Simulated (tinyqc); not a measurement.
Field-effect mobility of a thin-film transistor with band-tail and deep states (multiple trapping): one step, computed by the program tinyqc. Command: `OMP_NUM_THREADS=1 python tinyqc.py 3030325 3030326 out.jsonl tft walk`. One thread of a shared host (Intel(R) Xeon(R) Processor @ 2.30GHz), about 0.08 s of CPU time with the checks.

A thick film in accumulation at small drain voltage. Only free electrons move; trapped ones still screen the gate. N_c and mu_0 are held fixed when T changes, leaving out the T^(3/2) growth of N_c. x = E_0 - psi is the distance of the Fermi level below the band edge.

Question. Free and trapped densities. F_j(eta) = int_0^infinity x^j/(1 + exp(x - eta)) dx, without a gamma-function factor. Integrals over x = E/(k_B T) use 160 Gauss-Legendre points in u = sqrt(x) from 0 to sqrt(max(eta, 0) + 32). Free n(x) = N_c (2/sqrt(pi)) F_1/2(-x/k_B T), with F_1/2 from its two-term series in exp(-x/k_B T) for x >= 12 k_B T; tail n_t(x) = int_0^1.2eV g_t exp(-E/E_t)/(1 + exp((x - E)/k_B T)) dE, E counted down from the edge, 120 Gauss-Legendre points; deep charge g_d psi; space charge rho(psi) = n + n_t + g_d psi less its value at psi = 0.

Inputs (values chosen for the exercise, modelled on nanocrystalline ZnO): effective density of states N_c = 3.7e+18 1/cm^3; tail density at the edge g_t = 1e+20 1/(eV cm^3); tail width E_t = 39 meV; temperature T = 300 K.

Deep states: included.

Constants: k_B = 8.617333262e-05 eV/K.

Give: Local densities at x = 0.4, 0.3, 0.2, 0.15, 0.1, 0.05, 0 and -0.05 eV.

Answer.

Local densities at x = 0.4, 0.3, 0.2, 0.15, 0.1, 0.05, 0 and -0.05 eV:
```
x (eV)  n (1/cm^3)  n_t (1/cm^3)  n/(n + n_t)
0.40     7.055e+11     3.258e+14    2.161e-03
0.30     3.376e+13     4.181e+15    8.011e-03
0.20     1.615e+15     5.186e+16    3.021e-02
0.15     1.116e+16     1.758e+17    5.971e-02
0.10     7.675e+16     5.577e+17    1.210e-01
0.05     5.095e+17     1.513e+18    2.519e-01
0.00     2.831e+18     2.917e+18    4.925e-01
-0.05    1.009e+19     3.694e+18    7.321e-01
```

E_t/k_B T = 1.51: deep in the tail n_t follows exp(-x/E_t), more slowly than n, so the free share grows as the Fermi level rises.
